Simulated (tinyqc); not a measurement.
# n-type polysilicon, carrier trapping at grain boundaries, step by step

Numbers from tinyqc (`OMP_NUM_THREADS=1 python tinyqc.py 2830182 2830183 out.jsonl`; about 0.01 s on one thread of a shared Intel Xeon 2.30GHz). Printed values are rounded.

One-dimensional grains of size Lg, uniform ionised doping N, monovalent traps Qt at each boundary at a depth Et below (for electrons) or above (for holes) the band edge there, abrupt depletion of width W on each side of a boundary, Boltzmann statistics. xi is the distance from the band edge at the grain centre to the Fermi level. Trapped charge Qt/(1 + exp((xi + VB - Et)/Vt)) = 2 N W, barrier VB = q N W^2/(2 eps0 eps_r).

Values chosen for this exercise; values of the order met in polycrystalline silicon:

| symbol | value | unit | meaning |
|---|---|---|---|
| T | 350 | K | temperature |
| eps_r | 11.7 |  | relative permittivity |
| NB | 3.53e19 | cm^-3 | conduction-band density of states at T |
| Lg | 46 | nm | grain size |
| Qt | 3.7e12 | cm^-2 | trap density of a grain boundary |
| Et | 0.45 | eV | depth of the trap level from the majority band edge at the boundary |
| ms | 0.43 | m0 | mass for thermionic emission |
| fe | 0.12 |  | correction factor of the emission rate |
| N | 3.4e17 | cm^-3 | doping |

Constants: q = 1.602176634e-19 C, kB = 1.380649e-23 J/K, m0 = 9.1093837015e-31 kg, Vt = kB T/q, eps0 = 8.8541878128e-14 F/cm where lengths are in cm. Results are converted to the units shown.

## Depletion width, Fermi level and barrier

If the trap equation with xi = Vt ln(NB/N) has a root W < Lg/2, the grain is partly depleted; otherwise W = Lg/2 and the trap equation gives xi = Et - VB + Vt ln(Qt/(N Lg) - 1). N* = Qt/Lg.

N* = 8.043478e17 cm^-3
W = 23 nm
xi = 0.3203157 V
VB = 0.1390850 V
share of traps filled = 0.4227027

N is 0.423 N*, and the grain is fully depleted; VB = 4.61 Vt.

## Resistivity and effective mobility

n0 = NB exp(-xi/Vt); mean density n0 (1 - 2 W/Lg) by charge balance in a partly depleted grain, and n0 (sqrt(pi)/2) erf(u)/u with u = sqrt(VB/Vt) in a fully depleted one; v = sqrt(kB T/(2 pi ms m0)); barrier resistivity Vt exp(VB/Vt)/(q fe n0 v Lg); grain resistivity (1 - 2 W/Lg)/(q n0 mug); effective mobility 1/(q mean density total resistivity).

n0 = 8.618501e14 cm^-3
mean density = 3.548279e14 cm^-3
v = 4.431054e6 cm/s
barrier resistivity = 8986.469 ohm cm
grain resistivity = 0.000000 ohm cm
resistivity = 8986.469 ohm cm
effective mobility = 1.957415 cm^2/(V s)

The resistivity is 23500 times that of a single crystal with the same N and mobility mug, and the mean density is 0.104 % of N.
